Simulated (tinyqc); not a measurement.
# Ten-year voltage from two stress tests

Inverse problem. Lifetimes follow tau = t0 exp(B/Vd). Ten years are 3.15576e8 s. Find B, t0 and the drain voltage for ten years.

lifetimes at Vd = 5.9 and 6.6 V (s): 1.3e5  14766.9741

Solution. ln(tau) is linear in 1/Vd.

B = 121 V
t0 = 1.61e-4 s
ten-year voltage = 4.28 V

tinyqc, about 0.01 s, one thread, Intel Xeon 2.30GHz (shared host): `OMP_NUM_THREADS=1 python tinyqc.py 2550089 2550090 out.jsonl`
